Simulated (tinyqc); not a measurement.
Sharpness of the interface: valley splitting of a silicon quantum well in envelope theory.

The well lies at 0 < z < L; U(z) = V0 [1/(1 + exp(z/w)) + 1/(1 + exp((L - z)/w))] - e F z, 1 mV/nm = 1e-4 eV/angstrom. The envelope psi solves -(c/ml) psi'' + U psi = E psi, c = hbar^2/2m0, by three-point differences on a grid of 0.1 angstrom from -40 to L + 40 angstrom. The two valleys at +/- k0 couple through D = C0 times the integral of exp(-i q z) U(z) psi^2, q = 2 k0 (2 pi/a), and split by Ev = 2|D|.

Random alloy: with Y(z) = Yw + (Yb - Yw) B(z), B the bracket in U, and in-plane density exp(-r^2/ad^2)/(pi ad^2), D gains a random complex part of variance sigma^2 = (C0^2/pi)(a^2 V0/(8 ad (Yb - Yw)))^2 (4/a) times the integral of psi^4 Y (1 - Y). Alone it gives a mean splitting sqrt(pi) sigma; together with the smooth part the rms splitting is 2 sqrt(|D|^2 + sigma^2).

Constants: hbar^2/2m0 = 3.80998211 eV angstrom^2.

Values chosen for the exercise (near those of a strained Si well in SiGe; shifted at random, so the results belong to these values and not to a real crystal):
- L = 108 angstrom (well width)
- V0 = 0.15 eV (conduction offset)
- ml = 0.92 m0 (mass along z)
- F = 10.2 mV/nm (field pressing towards the upper interface)
- k0 = 0.829 2 pi/a (valley position)
- a = 5.431 angstrom (lattice constant)
- C0 = 0.282 (Bloch overlap factor)
- Yb = 0.22 (Ge share of the barrier)
- Yw = 0.02 (Ge share of the well)
- ad = 120 angstrom (dot radius)
- ws = (0.3, 0.6, 1.1, 1.3, 2.1, 3.3, 4.4) angstrom (interface widths)

The smooth part 2|D| and the disorder part against w, beside y/sinh(y) with y = pi q w. The 12 to 88 % width of the step is 4w.

Results:
```
w (angstrom)  4w (angstrom)  2|D| (micro-eV)  y/sinh(y)  sqrt(pi) sigma (micro-eV)
0.3                     1.2           184.06       0.61                      126.8
1.1                     4.4             5.61      0.018                      127.5
1.3                     5.2             2.03     0.0062                      127.7
2.1                     8.4             0.03    8.1e-05                      129.0
3.3                    13.2             0.00    9.2e-08                      131.5
4.4                    17.6             0.00    1.6e-10                      134.0
```

Give the missing row, w (angstrom) = 0.6.

Computed row:
```
w (angstrom)  4w (angstrom)  2|D| (micro-eV)  y/sinh(y)  sqrt(pi) sigma (micro-eV)
0.6                     2.4            59.72       0.19                      127.0
```

The smooth part needs a Fourier component of U psi^2 at a wavelength of 3.28 angstrom; from the first row to the third it falls by a factor 32.8, while y/sinh(y) falls by 34.8 (the envelope near the step and the phase between the two interfaces change too). The disorder part goes from 126.8 to 134.0 micro-eV. It takes over between w = 0.3 and 0.6 angstrom, that is a step 1.2 to 2.4 angstrom wide, with 1.36 angstrom to an atomic layer.

Program tinyqc; command `OMP_NUM_THREADS=1 python tinyqc.py 1250648 1250649 out.jsonl`; about 0.1 s on one thread of a shared Intel(R) Xeon(R) Processor @ 2.30GHz.
